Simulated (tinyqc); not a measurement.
Binary melting diagram from solution models of liquid and solid: one step, computed by the program tinyqc. Command: `OMP_NUM_THREADS=1 python tinyqc.py 3008011 3008012 out.jsonl melt walk`. One thread of a shared host (Intel(R) Xeon(R) Processor @ 2.30GHz), about 0.01 s of CPU time with the checks.

x is the fraction of B. In a phase with interaction L: mu_A = G_A + R T ln(1 - x) + L x^2, mu_B = G_B + R T ln x + L (1 - x)^2. Melting: G(liquid) - G(solid) = H (1 - T/T_m) for each pure component.

Task: Dilute B in A: partition coefficient and slope. At T_A, k0 = exp[(dG_B(T_A) + L_L - L_S)/(R T_A)]; van 't Hoff: m_L = -R T_A^2 (1 - k0)/H_A per unit fraction. Burton-Prim-Slichter: k_eff = k0/[k0 + (1 - k0) exp(-V delta/D)]. Freezing range of c0: |m_L| c0 |1 - k0|/k0.

Inputs (values chosen for the exercise, modelled on Si-Ge):

| quantity | value | unit |
|---|---|---|
| melting point T_A | 1687 | K |
| melting point T_B | 1211 | K |
| heat of melting H_A | 50.7 | kJ/mol |
| heat of melting H_B | 37 | kJ/mol |
| liquid interaction L_L | 6.3 | kJ/mol |
| solid interaction L_S | 3.9 | kJ/mol |
| dilute content c0 of B | 0.008 | - |
| growth number V delta/D | 0.26 | - |

Diagram: complete solid solution (lens).

Constants: R = 8.314462618 J/(mol K).

Give: partition coefficient k0; liquidus slope m_L; effective coefficient k_eff; freezing range.

Result:

partition coefficient k0 = 0.4207

liquidus slope m_L = -270.4 K

effective coefficient k_eff = 0.4851

freezing range = 2.978 K

k0 < 1: the solid rejects B and B lowers the melting point. Faster growth moves k_eff towards 1.
